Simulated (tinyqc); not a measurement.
What each parameter does: inter-valley coupling by envelope functions against a chain of atomic planes.

Chain: E(phi) = e0 + 2 v cos(phi) + 2 u cos(2 phi), cos(phi0) = -v/(4u), e0 = 2u + v^2/(4u); plane j = 0, 1, ... has the potential V_j = dE x_j + F (j - 30) a/4 (1 MV/m = 1e-4 V/angstrom). There are 30 barrier planes a side; with y = j - 29.5, x_j = xb (f(y) + f(Nw - y)), f(y) = 1/(1 + exp(y/L)), plus any Ge added in the well. The valley splitting is the spacing of the two lowest levels. Envelope theory: F_j solves a one-valley chain with hopping -b and diagonal 2b + V_j, b = 4u sin^2(phi0), sum F_j^2 = 1; the valleys couple by Dv = sum_j F_j^2 V_j exp(-2 i phi0 j) and split by 2|Dv|.

Parameters, chosen for this exercise (near those of the Delta valleys of silicon in a SiGe well; not measured data):
- a = 5.431 angstrom (lattice constant; planes lie a/4 apart)
- u = 0.632 eV (second-neighbour hopping)
- v = 0.599 eV (nearest hopping)
- Nw = 51 (planes in the well)
- L = 1 planes (interface width)
- xb = 0.33 (Ge fraction of the barriers)
- dE = 0.6 eV (offset per unit Ge fraction)
- F = 5 MV/m (field)
- js = 58 (plane j of a Ge spike (the well starts at j = 30))
- xs = 0.08 (Ge fraction added on that plane)

Chain with the spike on plane js.

Results for these values:

| case | level (meV) | splitting (micro-eV) |
|---|---|---|
| base | 23.170 | 1929.1 |

What happens to each result for F = 7 MV/m, all else kept?

Answer: level rises from 23.170 to 27.882; splitting falls from 1929.1 to 1546.4.

The same for each parameter in turn:

| case | level (meV) | splitting (micro-eV) |
|---|---|---|
| base | 23.170 | 1929.1 |
| Nw = 57 | 22.958 | 1961.1 |
| L = 1.5 planes | 23.855 | 2044.4 |
| xb = 0.38 | 23.434 | 1980.8 |
| dE = 0.66 eV | 23.431 | 2126.8 |
| F = 7 MV/m | 27.882 | 1546.4 |
| js = 61 | 22.912 | 1409.8 |
| xs = 0.104 | 23.401 | 2391.6 |

tinyqc: `OMP_NUM_THREADS=1 python tinyqc.py 1481326 1481327 out.jsonl`; about 0.05 s, one thread, shared Intel(R) Xeon(R) Processor @ 2.30GHz.
